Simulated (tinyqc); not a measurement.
Worked calculation: tight binding, kagome lattice. One step of it, computed by the program tinyqc.

Task: Levels at k. Diagonalise the Hermitian matrix.

H(k) at k (eV):
```
                     A                    B                    C
A             0.000000             0.000000  -0.515232+0.937204i
B             0.000000             0.000000  -1.704768-0.937204i
C  -0.515232-0.937204i  -1.704768+0.937204i            -0.770000
```

Give: eigenvalues; weights |c|^2 of the basis functions.

Result:

eigenvalues (eV): -2.6381  0.0000  1.8681

weights |c|^2 of the basis functions:
```
   band 1  band 2  band 3
A  0.0962  0.7679  0.1359
B  0.3183  0.2321  0.4496
C  0.5854  0.0000  0.4146
```
